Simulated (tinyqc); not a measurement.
Boltzmann transport in a parabolic band with a power-law relaxation time: one step. Transport coefficients. Two cases, with inputs chosen for the exercise.

Question. Form the ratios; u is the mean energy carried, in kT.

tau = tau0 x^r with x = E/kT. With K_j = Gamma(j + 1) F_j(eta): <tau> = tau0 (r + 3/2) K_(r+1/2)/((3/2) K_(1/2)); mu = <tau>/(mc m0/e), m0/e = 5.685630e-12 kg/C; Hall factor rH = (3/2) K_(1/2) (2r + 3/2) K_(2r+1/2)/((r + 3/2) K_(r+1/2))^2; Seebeck S = -(kB/e) [(r + 5/2) K_(r+3/2)/((r + 3/2) K_(r+1/2)) - eta]; Lorenz number L = (kB/e)^2 [(r + 7/2) K_(r+5/2)/((r + 3/2) K_(r+1/2)) - ((r + 5/2) K_(r+3/2)/((r + 3/2) K_(r+1/2)))^2]; kB/e in V/K. Valley anisotropy is left out of rH.

Constants: kB = 8.617333262e-05 eV/K.

Case 1.

Values chosen (out of a larger set: masses near those of Ge; tau0 is set for a mobility of the usual size at this n, kL is a free input; freeze-out and phonon drag, which matter near 77 K, are left out; not measured data): r = 1.5 (exponent of tau).

F_j and K_j:
```
j           F_j       K_j
0.500  1.706787  1.512600
2.000  2.399136  4.798272
3.000  2.681696  16.09018
4.000  2.855895  68.54149
3.500  2.779997  32.33617
```

eta = 1.124334

Case 2.

Values chosen (out of a larger set: masses near those of GaAs; tau0 is set for a mobility of the usual size at this n, kL is a free input; freeze-out and phonon drag, which matter near 77 K, are left out; not measured data): r = -0.5 (exponent of tau).

F_j and K_j:
```
j             F_j        K_j
0.500   0.5250910  0.4653498
0.000   0.4894138  0.4894138
1.000   0.5525438  0.5525438
2.000   0.5889628   1.177926
-0.500  0.4438710  0.7867409
```

eta = -0.459880

Give: <tau>/tau0; rH; u; S; L.

Answer.

Case 1.

<tau>/tau0 = 6.344
rH = 1.593
u = 4.471
S = -288.4 microvolt/K
L = 2.834 1e-8 W ohm/K^2

The non-degenerate limits are rH = 1.933, u = r + 5/2 = 4 and L = (r + 5/2)(kB/e)^2 = 2.970; the degenerate ones are rH = 1 and L = 2.443.

Case 2.

<tau>/tau0 = 0.701
rH = 1.146
u = 2.258
S = -234.2 microvolt/K
L = 1.576 1e-8 W ohm/K^2

The non-degenerate limits are rH = 1.178, u = r + 5/2 = 2 and L = (r + 5/2)(kB/e)^2 = 1.485; the degenerate ones are rH = 1 and L = 2.443.

Computed by tinyqc, one run a case: `OMP_NUM_THREADS=1 python tinyqc.py N N+1 out.jsonl` with N = 1681795, 1681798; one thread of a shared Intel(R) Xeon(R) Processor @ 2.30GHz, about 0.01 s a run at most.
